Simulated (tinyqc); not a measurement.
# From transient amplitude dC back to trap density N_t

Model: deep-level transient spectroscopy (DLTS) of one majority-carrier trap. Computed by tinyqc, a small Python program. Command: `OMP_NUM_THREADS=1 python tinyqc.py 3020246 3020247 out.jsonl dlts inv`. One thread of a shared host (Intel(R) Xeon(R) Processor @ 2.30GHz), about 0.2 s of CPU time with the checks.

A filling pulse loads the traps in a one-sided junction; under reverse bias they empty at the rate e, and the capacitance relaxes as C(t) = C_0 - dC exp(-e t). The signal is S = [C(t_2) - C(t_1)]/dC.

Inputs (values chosen for the exercise, with mass and screening modelled on GaN):
```
quantity                    value   unit
density-of-states mass m    0.199    m_0
valleys M                       1      -
trap depth E_t              0.898     eV
cross-section sigma_0       3e-17   cm^2
degeneracy ratio g              1      -
gate time t_1              0.0006      s
ratio t_2/t_1                   4      -
temperature T                 410      K
doping N                  1.9e+16  cm^-3
dielectric constant eps      9.73      -
built-in voltage V_b          1.6      V
reverse bias V_r              5.1      V
diode area                 0.0091   cm^2
```

Carriers: electrons. Extra term: none.

Constants: k_B = 8.617333262e-05 eV/K; k_B = 1.380649e-23 J/K; m_0 = 9.1093837015e-31 kg; h = 6.62607015e-34 J s; eps_0 = 8.8541878128e-12 F/m; e = 1.602176634e-19 C.

Method:
- e = g sigma v N_b exp(-E/k_B T), v = sqrt(3 k_B T/m), N_b = 2 M (2 pi m k_B T/h^2)^(3/2), sigma = sigma_0, E = E_t.
- S(e) = exp(-e t_1) - exp(-e t_2) peaks at the rate window e_0 = ln(t_2/t_1)/(t_2 - t_1).
- T_p solves e(T) = e_0 (bisection between 15 and 1500 K); the half-height points solve S = S_max/2 on either side.
- W = sqrt(2 eps eps_0 (V_b + V_r)/(e N)), C_0 = eps eps_0 area/W. The pulse goes to zero bias, W_0 = W(V_r = 0). Traps within lambda = sqrt(2 eps eps_0 (E_t - E_F)/(e^2 N)) of the depletion edge stay filled, with E_F = k_B T_p ln(N_b/N) from the band, N_b = 2 M (2 pi m k_B T_p/h^2)^(3/2) (dopants taken as fully ionised). dC = C_0 (N_t/2N) f, f = [(W - lambda)^2 - max(W_0 - lambda, 0)^2]/W^2. The simple estimate is 2 N dC/C_0.

Question. A run gave the result below. Find the trap density N_t, known to lie between 1.6e+15 and 3.3e+15 cm^-3.

transient amplitude dC = 3054.275 fF

Answer.

Each step takes the trial c = (a f_b - b f_a)/(f_b - f_a), f being the result less the target and a, b, c the logarithms of the listed values; c replaces end b, the old b replaces a if the sign of f changed, and otherwise f_a is halved.

Scan of the range:
```
trap density N_t (cm^-3)  transient amplitude dC (fF)
1.60e+15                                      2481.89
1.81e+15                                      2807.64
2.04e+15                                      3164.41
2.30e+15                                      3567.72
2.59e+15                                      4017.56
2.92e+15                                      4529.45
3.30e+15                                      5118.90
```

False position (Illinois rule, in the logarithm of the input) inside the bracket:
```
step        end a        end b        trial  transient amplitude dC (fF)
1     1.81000e+15  2.04000e+15  1.96604e+15                      3049.69
2     2.04000e+15  1.96604e+15  1.96895e+15                      3054.19
3     2.04000e+15  1.96895e+15  1.96905e+15                      3054.35
4     1.96895e+15  1.96905e+15  1.96900e+15                      3054.27
```

Transient amplitude dC rises at every point of a 13-point scan of the range (every second point is shown), so one value fits; it is bracketed by 1.81e15 and 2.04e15. The scan shows a pure power law with exponent 1.0000, so scaling from any one row also gives the answer directly. Answer: trap density N_t = 1.969e15 cm^-3.

Caution: the peak lies above 550 K, where the change of gap and level with temperature, left out here, and leakage of the diode matter. Caution: N_t is not very small against the doping, so the transient is not exactly a single exponential.
